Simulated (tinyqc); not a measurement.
## Insulator thickness and V0 from two charges

Inverse problem. In an undoped wire Vg - V0 = Q/Cox + Vt ln(Q/Q0) + Vt ln(1 + Q/Q0) at the source, with Q0 = 4 eps0 eps_r Vt/R and Cox = eps0 eox/(R ln(1 + tox/R)). Find Cox, tox and V0.

Parameters, values chosen for the exercise; material values close to those of In0.53Ga0.47As:
```
symbol  value  unit                                      meaning
T         300     K                                  temperature
eps_r    13.9         relative permittivity of the semiconductor
eox      3.83        relative permittivity of the gate insulator
R           3    nm                                  wire radius
```

Constants: q = 1.602176634e-19 C, kB = 1.380649e-23 J/K, Vt = kB T/q, eps0 = 8.8541878128e-14 F/cm where lengths are in cm. Results are converted to the units shown.

Qs at Vg = 0.71 and 1.11 V (nC/cm^2): 753.73805  1818.0257

Solution. The two equations are linear in 1/Cox and V0; tox follows by inverting the logarithm.

Cox = 2.95 uF/cm^2
tox = 1.40 nm
V0 = 0.413 V

tinyqc, about 0.02 s, one thread, Intel Xeon 2.30GHz (shared host): `OMP_NUM_THREADS=1 python tinyqc.py 2460090 2460091 out.jsonl`
